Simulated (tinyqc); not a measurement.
k.p theory built from an empirical-pseudopotential calculation at Gamma, step by step. Values are carried at full precision from step to step, so a last printed digit may differ when a step is redone from the rounded ones.

Empirical pseudopotential on the fcc lattice, atoms at +/- tau, tau = a (1,1,1)/8, no spin-orbit coupling. H(G,G') = c (2 pi/a)^2 |k + G|^2 delta + VS(q) cos(q.tau) + i VA(q) sin(q.tau), q = G - G', c = hbar^2/2m0; k and G in units of 2 pi/a; VS at |q|^2 = 3, 8, 11 and VA at 3, 4, 11, in rydberg, zero elsewhere. The basis is fixed: all 89 G with |G|^2 up to Gcut. Energies are counted from the fourth level at Gamma.

Constants: hbar^2/2m0 = 3.80998211 eV angstrom^2; Ry = 13.60569312 eV.

Inputs chosen for the exercise (near those of ZnSe; the results hold for these values, not for the real material):
```
symbol  value                 unit        meaning
a       5.664                 angstrom    lattice constant
VS      (-0.234, 0.03, 0.06)  Ry          symmetric form factors
VA      (0.184, 0.121, 0.03)  Ry          antisymmetric form factors
Gcut    19                    (2 pi/a)^2  largest |G|^2 of the fixed basis
```

## Levels at Gamma

Diagonalise H at k = 0 and group equal levels.

Multiplets at Gamma:
```
multiplet,degeneracy,E (eV)
1,1,-13.2122
2,3,0.0000
3,1,3.3022
4,3,7.4811
5,2,10.2009
6,1,13.2343
7,3,15.5815
8,1,19.0046
9,3,28.7762
```

The lowest empty multiplet is a singlet at 3.302 eV; the lowest empty singlet (s-like) is multiplet 3.

## Mass of the s-like conduction level (multiplet 3)

For a multiplet A of d_A states, W(B) = (4 c/(3 d_A)) sum over n in A, m in B and i = x, y, z of |<n|G_i|m>|^2 (G in 1/angstrom, <n|G_i|m> = sum_G c_n(G)* G_i c_m(G)); the mean inverse mass of A is 1 + sum_B W(B)/(E_A - E_B). Multiplets with W = 0 are left out.

List the couplings (the first eight at most); W to the valence triplet is the Kane energy Ep.

Couplings:
```
multiplet B,degeneracy,E_B (eV),W (eV),W/(E_A - E_B)
2,3,0.0000,13.9872,4.2356
4,3,7.4811,0.0249,-0.0060
7,3,15.5815,0.2849,-0.0232
10,3,29.5155,0.4187,-0.0160
12,3,30.1637,1.0406,-0.0387
16,3,43.4192,0.0366,-0.0009
17,3,44.3893,0.0316,-0.0008
19,3,46.1128,0.0037,-0.0001
```

sum over the higher multiplets = -0.0033
1/m = 5.1467

Ep = 13.99 eV. The valence triplet gives 4.24, all other levels together -0.09; m = 0.1943, against 0.1910 for two levels alone.

## Valence parameters

Fold all other levels onto the valence triplet: D(u) = c + 4 c^2 sum_m <n|u.G|m><m|u.G|n'>/(0 - E_m), in units of c. Along [100] its eigenvalues are L (once) and M (twice); along [111] (L + 2M + 2N)/3 (once) and (L + 2M - N)/3 (twice). Then g1 = -(L + 2M)/3, g2 = -(L - M)/6, g3 = -N/6.

eigenvalues along [100]: -4.155  -0.996  -0.996

eigenvalues along [111]: -5.299  -0.424  -0.424

L, M, N: -4.155  -0.996  -4.875

g1, g2, g3: 2.049  0.527  0.812

With spin-orbit coupling added at fixed g1, g2, g3 and large against the hole energy these give heavy and light masses along [100] of 1.004 and 0.322. The s-like level alone adds Ep/(3E) = 1.41 to g1. Local form factors fix Ep and the gap only roughly, so these values can lie far from measured ones.

## Checks

- 1/m of the s-like level from the sum against the curvature of the band: both 5.147.
- L and M against the curvatures along [100]: largest relative difference 4.1e-07.

Program tinyqc; command `OMP_NUM_THREADS=1 python tinyqc.py 1080072 1080073 out.jsonl`; about 0.5 s on one thread of a shared Intel(R) Xeon(R) Processor @ 2.30GHz.
